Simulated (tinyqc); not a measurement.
Inside a calculation. Method: CID on RHF in the 6-31g basis, for H2, spin multiplicity 1. One step of it, computed by the program tinyqc.

Task: Iteration 5 (converged): orbitals. Diagonalise F' = X^T F X, C = X C', fill 1 alpha and 1 beta electrons from the bottom; D = 2 C_occ C_occ^T. Each column has its largest component positive (the first on a tie).

converged F (hartree):
```
           1H 1s      1H 2s      2H 1s      2H 2s
1H 1s   0.079869  -0.435178  -0.426888  -0.426543
1H 2s  -0.435178  -0.315607  -0.426543  -0.364010
2H 1s  -0.426888  -0.426543   0.079869  -0.435178
2H 2s  -0.426543  -0.364010  -0.435178  -0.315607
```

X:
```
           1H 1s      1H 2s      2H 1s      2H 2s
1H 1s   1.256013  -0.498113  -0.057169   0.035129
1H 2s  -0.498113   1.698820   0.035129  -0.711514
2H 1s  -0.057169   0.035129   1.256013  -0.498113
2H 2s   0.035129  -0.711514  -0.498113   1.698820
```

Give: F' = X^T F X; orbital energies; coefficients C; D after iteration 5.

Result:

F' = X^T F X (hartree):
```
        1       2       3       4
1   0.606  -0.574  -0.294  -0.127
2  -0.574   0.249  -0.127  -0.198
3  -0.294  -0.127   0.606  -0.574
4  -0.127  -0.198  -0.574   0.249
```

orbital energies (hartree): MO1 -0.532, MO2 0.173, MO3 0.895, MO4 1.174

coefficients C:
```
         MO1     MO2     MO3     MO4
1H 1s  0.290   0.165   0.861  -0.989
1H 2s  0.328   1.255  -0.698   1.214
2H 1s  0.290  -0.165   0.861   0.989
2H 2s  0.328  -1.255  -0.698  -1.214
```

D after iteration 5:
```
       1H 1s  1H 2s  2H 1s  2H 2s
1H 1s  0.168  0.190  0.168  0.190
1H 2s  0.190  0.215  0.190  0.215
2H 1s  0.168  0.190  0.168  0.190
2H 2s  0.190  0.215  0.190  0.215
```
